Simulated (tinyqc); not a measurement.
Free and trapped electrons in a MOS channel with a dense trap tail: one step of the calculation.

p-type body, charge-sheet picture, full ionisation (an idealisation for deep acceptors), Boltzmann statistics for free electrons. e = Ec - EF at the surface. Acceptor-like traps of density D(E) = D0 + De exp(-E/Ew) at depth E below Ec, from 0 to Eu, hold n_t = integral of D(E)/(1 + exp((e - E)/Vt)). psi = Eg - Vt ln(Nv/Na) - e; N_dep = sqrt(2 eps0 eps_r Na (psi - Vt)/q); n_f = sqrt(N_dep^2 + 2 eps0 eps_r Vt Nc exp(-e/Vt)/q) - N_dep; Vg = Vfb + psi + q (N_dep + n_t + n_f)/Cox, Cox = eps0 eox/tox.

Question. Charges and gate voltage. psi, N_dep, n_f and Vg as defined, with the n_t given; free share n_f/(n_f + n_t); apparent mobility mf n_f/(n_f + n_t); gate voltage spent on traps q n_t/Cox.

Values chosen for this exercise; band and dielectric values close to those of 4H silicon carbide: temperature T = 300 K; band gap Eg = 3.21 eV; relative permittivity eps_r = 9.82; conduction-band density of states at T Nc = 1.73e19 cm^-3; valence-band density of states at T Nv = 2.53e19 cm^-3; relative permittivity of the insulator eox = 3.9; insulator thickness tox = 34 nm; acceptor density Na = 5.7e16 cm^-3; flat-band voltage without trapped charge Vfb = -2.89 V; mobility of free electrons mf = 150 cm^2/(V s); Ec - EF at the surface e = 0.043 eV.

Constants: q = 1.602176634e-19 C, kB = 1.380649e-23 J/K, Vt = kB T/q, eps0 = 8.8541878128e-14 F/cm where lengths are in cm. Results are converted to the units shown.

n_t = 1.7487818e12 cm^-2

Find: psi; N_dep; n_f; Vg; free share; apparent mobility; gate voltage spent on traps.

Answer.

psi = 3.0094 V
N_dep = 1.3586e12 cm^-2
n_f = 3.0444e11 cm^-2
Vg = 5.5017 V
free share = 14.828 %
apparent mobility = 22.241 cm^2/(V s)
gate voltage spent on traps = 2.7587 V

Numbers from tinyqc (`OMP_NUM_THREADS=1 python tinyqc.py 2222159 2222160 out.jsonl`; about 0.02 s on one thread of a shared Intel Xeon 2.30GHz).
